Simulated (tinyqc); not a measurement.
One anharmonic mode: perturbation theory, self-consistent phonons and exact levels: one step, computed by the program tinyqc. Command: `OMP_NUM_THREADS=1 python tinyqc.py 3008059 3008060 out.jsonl scp walk`. One thread of a shared host (Intel(R) Xeon(R) Processor @ 2.30GHz), about 0.03 s of CPU time with the checks.

V(x) = k x^2/2 + b x^4 for one coordinate x of mass M. A constant K > 0 gives hbar Omega = sqrt((hbar^2/u) K/M) with K in eV/angstrom^2 and M in u.

Problem. Self-consistent results. Self-consistent phonon, centred at x = 0: K = k + 12 b <x^2>, <x^2> = (hbar Omega/(2K)) coth(hbar Omega/(2 k_B T)). Its free energy is F = k_B T ln[2 sinh(hbar Omega/(2 k_B T))] + (k - K)<x^2>/2 + 3 b <x^2>^2, an upper bound to the exact one.

Inputs (values chosen for the exercise, for a model mode):
```
quantity,value,unit
mode mass M,76.3,u
harmonic constant k,-17.1,eV/angstrom^2
quartic constant b,776,eV/angstrom^4
temperature T,100,K
```

Shape: double well.

self-consistent K = 4.687939 eV/angstrom^2

Constants: hbar^2/u = 4.18015928e-03 eV angstrom^2; k_B = 8.617333262e-05 eV/K.

Give: self-consistent quantum; self-consistent <x^2>; self-consistent free energy.

Solution.

self-consistent quantum = 16.03 meV

self-consistent <x^2> = 0.002340 angstrom^2

self-consistent free energy = -6.190 meV
